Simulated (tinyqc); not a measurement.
Where a fixed hold relaxes most: thermal stress and diffusional relaxation in a metal film: Coble and Nabarro-Herring creep, cooling and holds. Computed by tinyqc, a small Python program. Command: `OMP_NUM_THREADS=1 python tinyqc.py 3008930 3008931 out.jsonl creep walk`. One thread of a shared host (Intel(R) Xeon(R) Processor @ 2.30GHz), about 0.02 s of CPU time with the checks.

A thin film on a rigid substrate is stress-free at T0. Tension is positive and the film creeps linearly: d sigma/dt = -M (mismatch) dT/dt - sigma/tau.

Inputs (values chosen for the exercise, modelled on copper films on silicon):
```
quantity                           value        unit
biaxial modulus M                    189         GPa
expansion mismatch                  14.2      1e-6/K
atomic volume Omega                 11.8  angstrom^3
lattice prefactor D0             1.5e-05       m^2/s
lattice energy E                    2.04          eV
boundary prefactor (delta D_b)0  5.2e-15       m^3/s
boundary energy E_b                 1.09          eV
grain size d                         1.4          um
stress-free temperature T0           450           C
hold temperature T                   200           C
hold time t                          7.7           h
yield stress                         570         MPa
```

Constants: k_B = 1.380649e-23 J/K; k_B = 8.617333262e-05 eV/K.

Method:
- Thermoelastic slope = M x mismatch; sigma_0 = slope x (T0 - T).
- Creep rate per stress: Nabarro-Herring 14 D Omega/(k_B T d^2), Coble (14 pi) delta D_b Omega/(k_B T d^3), with D = D0 exp(-E/(k_B T)), delta D_b = (delta D_b)0 exp(-E_b/(k_B T)); 1/tau = M x (sum of both)/2 (biaxial strain rate is half the uniaxial one).
- Temperatures in kelvin are T(C) + 273.15.
- For each hold temperature: sigma_0 = slope (T0 - T), relaxed stress sigma_0 (1 - exp(-t/tau)), initial rate sigma_0/tau. In confined lines the relaxed part appears as void volume.

thermoelastic slope = 2.6838 MPa/K

Holds:
```
T (C)  sigma_0 (MPa)     tau (h)  relaxed (MPa)  initial rate (MPa/h)
25          1140.615  3.2720e+07     2.6842e-04            3.4859e-05
65          1033.263  2.4548e+05     3.2411e-02            4.2092e-03
105          925.911  5.2500e+03     1.3570e+00            1.7636e-01
145          818.559  2.3670e+02     2.6200e+01            3.4583e+00
185          711.207  1.8488e+01     2.4227e+02            3.8469e+01
225          603.855  2.1900e+00     5.8591e+02            2.7573e+02
265          496.503  3.5837e-01     4.9650e+02            1.3855e+03
305          389.151  7.5722e-02     3.8915e+02            5.1392e+03
345          281.799  1.9653e-02     2.8180e+02            1.4339e+04
385          174.447  6.0330e-03     1.7445e+02            2.8916e+04
425           67.095  2.1276e-03     6.7095e+01            3.1535e+04
```

The relaxed stress peaks at 225 C among these rows: colder holds have more stress but slower diffusion, hotter ones faster diffusion but less stress. The initial rate peaks about k_B T^2/E_b = 41 K below T0 when boundaries dominate; its largest row is 425 C. Caution: the elastic stress exceeds the yield stress, so dislocation glide would cap it first. Caution: dislocation glide would cap stresses above the yield stress; capping layers can block the surface and boundary paths, and threshold stresses are ignored.

Extremes, crossings and ranges named in words are read from the listed rows.
